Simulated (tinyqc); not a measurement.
Short-channel transistor, virtual-source model with series resistance: course of the iteration: current through the series resistance.

The current per gate width is the charge at the top of the source barrier (the virtual source) times its velocity times a saturation function; al and be are fitting constants of the model. Units: I in uA/um, Rs in ohm um, so I Rs = 1e-6 I Rs in volts; Q in uC/cm^2, so I = 1e-4 Q vx0 Fsat with vx0 in cm/s.

Intrinsic voltages Vg' = Vgs - I Rs, Vd' = Vds - 2 I Rs. n = n0 + nd Vd', VT = VT0 - dl Vd', Ff = 1/(1 + exp((Vg' - VT + al Vt/2)/(al Vt))), Q = Cinv n Vt ln(1 + exp((Vg' - VT + al Vt Ff)/(n Vt))), Vdsat = (vx0 L/mu)(1 - Ff) + Vt Ff, Fsat = u/(1 + u^be)^(1/be) with u = Vd'/Vdsat, and I(out) = Q vx0 Fsat per width. (Fsat takes the sign of u.) I(new) = I(out).

Stop when I changes by less than 1e-7 uA/um, or after 30 iterations.

Inputs (values chosen for the exercise):
```
symbol   value        unit                                                         meaning
T          300           K                                                     temperature
Cinv      2.31     uF/cm^2                                           inversion capacitance
vx0     7.65e6        cm/s                                  velocity at the virtual source
mu         180  cm^2/(V s)                                               apparent mobility
L          130          nm                                                  channel length
VT0      0.308           V                                 threshold at zero drain voltage
dl       0.109         V/V                                  drain-induced barrier lowering
n0        1.07                                                         subthreshold factor
nd         0.2         1/V                                  growth of n with drain voltage
al         3.5              threshold shift (in units of Vt) from weak to strong inversion
be         1.4                                                     sharpness of saturation
Rs         300      ohm um                               series resistance of each contact
Vgs        0.7           V                                                    gate voltage
Vds        0.2           V                                                   drain voltage
```

Constants: q = 1.602176634e-19 C, kB = 1.380649e-23 J/K, Vt = kB T/q. Results are converted to the units shown.

I at the start = 0 uA/um

Course of the iteration:
```
iteration  I (uA/um)  |change| (uA/um)
1            228.260               228
2            65.6310               163
3            179.733               114
4            98.4636              81.3
5            155.876              57.4
6            115.038              40.8
7            143.963              28.9
8            123.408              20.6
9            137.983              14.6
...              ...               ...
22           131.854             0.169
23           131.974             0.120
24           131.889            0.0852
25           131.949            0.0605
26           131.906            0.0429
27           131.937            0.0305
28           131.915            0.0216
29           131.930            0.0154
30           131.920            0.0109
```

Did this iteration meet its convergence test, and what does its course show?

No. Not converged within 30 iterations. The value swings about the solution and each change is still 0.71 times the one before. At the solution, 131.9 uA/um, the slope dI(out)/dI is -0.710, close to -1, so plain substitution closes in slowly. A rerun with Newton steps converges in 4 iterations.

Program tinyqc, `OMP_NUM_THREADS=1 python tinyqc.py 2380146 2380147 out.jsonl`; Intel Xeon 2.30GHz, shared host, one thread, about 0.02 s.
